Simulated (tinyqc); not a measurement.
Worked calculation: a particle near a wafer in liquid: double-layer and van der Waals forces (DLVO), deposition barrier and removal. Computed by tinyqc, a small Python program that keeps every step. Command: `OMP_NUM_THREADS=1 python tinyqc.py 3113739 3113740 out.jsonl dlvo walk`. One thread of a shared host (Intel(R) Xeon(R) Processor @ 2.30GHz), about 0.01 s of CPU time with the checks. Intermediate numbers are printed to about 6 digits and carried at full precision; extremes and crossings named in words are read from the listed rows.

Sphere and flat wall, Derjaguin approximation, constant potentials in the linear-superposition form, no retardation and no hydration force.

Inputs (values chosen for the exercise, of the order of those for silicon nitride on silicon in water): particle radius R = 370 nm; Hamaker constant A = 3.5e-20 J; potential of the particle psi_1 = -57 mV; potential of the wafer psi_2 = -61 mV; salt concentration c = 0.00062 mol/L; valence z of the symmetric salt = 1; temperature T = 293 K; dielectric constant of the liquid = 80.2; gap h = 9.8 nm; contact distance h0 = 0.4 nm; contact radius over R = 0.066; viscosity = 0.57 mPa s.

Constants: e = 1.602176634e-19 C; N_A = 6.02214076e+23 1/mol; eps_0 = 8.8541878128e-12 F/m; k_B = 1.380649e-23 J/K; k_B = 8.617333262e-05 eV/K.

## Screening

kappa^2 = 2 z^2 e^2 N_A (1000 c)/(eps eps_0 k_B T); gamma_i = tanh(z e psi_i/(4 k_B T)); Z = 64 pi eps eps_0 (k_B T/(z e))^2 gamma_1 gamma_2.

kappa = 0.0816883 1/nm

Debye length = 12.2417 nm

gamma_1 = -0.511223

gamma_2 = -0.539882

Z = 25.1214 pN

kappa R = 30.2247

Like signs: the double layers repel.

## Energy and force at one gap

U(h) = Z R exp(-kappa h) - A R/(6 h); F(h) = -dU/dh = kappa Z R exp(-kappa h) - A R/(6 h^2), positive for repulsion.

double-layer energy = 1031.86 k_B T

van der Waals energy = -54.4429 k_B T

U(h) = 977.419 k_B T

F(h) = 318.509 pN

Caution: for kappa h below 1 linear superposition is only rough, and charge regulation matters.

## The curve

The formulas are those given above.

Against the gap:
```
h (nm)  kappa h  U (k_B T)        F (pN)
0.4     0.03268     889.99  -1.27547e+04
0.6     0.04901    1298.57  -5.27240e+03
1.0     0.08169    1583.93  -1.45861e+03
1.5     0.12253    1677.03  -2.87538e+02
2.5     0.20422    1659.86   2.73698e+02
4.0     0.32675    1523.86   4.12747e+02
7.0     0.57182    1220.83   3.84567e+02
12.0    0.98026     817.67   2.69906e+02
20.0    1.63377     421.82   1.42811e+02
40.0    3.26753      74.20   2.75801e+01
```

Caution: in rows with kappa h below 1 linear superposition is only rough.

## Barrier and secondary minimum

F = 0 reads x^2 exp(-x) = y with x = kappa h and y = A kappa/(6 Z); the left side peaks at x = 2 with 4/e^2 = 0.5413, so roots exist for smaller y: x < 2 is the barrier, x > 2 the secondary minimum.

y = 0.0189685

position of the barrier = 1.81579 nm

barrier height = 1687.13 k_B T

position of the secondary minimum = 99.9481 nm

energy at the secondary minimum = -4.68436 k_B T

A barrier above 15 k_B T practically stops deposition. The secondary minimum is deep enough to hold particles loosely.

## Critical salt concentration

The barrier height is zero when U = 0 and F = 0 together: kappa h = 1 and kappa = 6 Z/(e A), e = 2.718282 here; c follows from kappa^2, with the potentials held fixed.

critical kappa = 1.58428 1/nm

critical concentration = 0.233204 mol/L

## Adding salt

kappa scales as sqrt(c); potentials are held fixed. A dash marks rows without a maximum.

Against the concentration:
```
c (mol/L)  Debye length (nm)  barrier at (nm)  barrier (k_B T)  minimum at (nm)  minimum (k_B T)
2.33e-05             63.1478          3.95096          2023.31      6.48062e+02     -7.43065e-01
2.33e-04             19.9691          2.27986          1815.77      1.75827e+02     -2.68984e+00
2.33e-03              6.3148          1.34724          1460.23      4.59131e+01     -1.00224e+01
1.17e-02              2.8180          0.95897          1078.58      1.72433e+01     -2.58852e+01
4.66e-02              1.4120          0.74563           639.51      7.11655e+00     -6.00963e+01
1.17e-01              0.8911          0.65805           287.19      3.76827e+00     -1.08105e+02
2.10e-01              0.6652          0.63201            44.28      2.41582e+00     -1.60044e+02
3.50e-01              0.5152          0.64988          -170.10      1.53670e+00     -2.30789e+02
7.00e-01              0.3643                -                -                -                -
```

At low salt the barrier tends to Z R = 2300 k_B T; it is half of that between 0.0023 and 0.012 mol/L and changes sign at 0.23 mol/L, while the secondary minimum deepens to -160 k_B T at 0.9 of that.

## Removing an attached particle

Adhesion F_a = A R/(6 h0^2) [1 + a^2/(R h0)] - kappa Z R exp(-kappa h0), a the contact radius. Drag in a shear flow F_d = 1.7 x 6 pi mu R^2 G, acting at 1.4 R; rolling starts when 1.4 R F_d = a F_a. Wall shear stress = mu G.

van der Waals adhesion = 67843.2 pN

net adhesion F_a = 67108.3 pN

wall shear stress for rolling = 721.171 Pa

shear rate G = 1.26521e+06 1/s

Checks made by the program: force against a difference of U (relative difference 1e-10).
